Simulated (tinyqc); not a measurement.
First phase against the interface composition: thermodynamics of metal silicides: hull, first phase, silicon consumed, nucleation and stability against SiO2. Computed by tinyqc, a small Python program. Command: `OMP_NUM_THREADS=1 python tinyqc.py 3015827 3015828 out.jsonl silphase walk`. One thread of a shared host (Intel(R) Xeon(R) Processor @ 2.30GHz), about 0.01 s of CPU time with the checks.

Entropies of formation of the solids are neglected, so heats stand for free energies. Si fractions: M5Si3 0.3750, MSi 0.5000, MSi2 0.6667.

Inputs (values chosen for the exercise, for a model metal): heat of formation of M5Si3 = -18 kJ/mol atoms; heat of formation of MSi = -16.1 kJ/mol atoms; heat of formation of MSi2 = -25.9 kJ/mol atoms.

Phases: M5Si3, MSi, MSi2.

Method. Effective heat of formation: at the interface the mixture has the Si fraction x_e; the limiting element scales the heat, H_eff = H x_e/x if x_e < x, H (1 - x_e)/(1 - x) otherwise. The rule names the most negative as the first phase; its restriction to congruently melting phases is left out here.

H_eff (kJ/mol atoms):
```
x_e     M5Si3      MSi     MSi2  first phase
0.10   -4.800   -3.220   -3.885        M5Si3
0.20   -9.600   -6.440   -7.770        M5Si3
0.30  -14.400   -9.660  -11.655        M5Si3
0.36  -17.280  -11.592  -13.986        M5Si3
0.42  -16.704  -13.524  -16.317        M5Si3
0.48  -14.976  -15.456  -18.648         MSi2
0.54  -13.248  -14.812  -20.979         MSi2
0.60  -11.520  -12.880  -23.310         MSi2
0.66   -9.792  -10.948  -25.641         MSi2
0.75   -7.200   -8.050  -19.425         MSi2
```

What does the comparison show, and why?

Each phase is a triangle with its apex at its own composition. In order of x_e the first phase is M5Si3, then MSi2. On either side of all three the ranking is that of H/x (Si-poor) or H/(1 - x) (Si-rich).
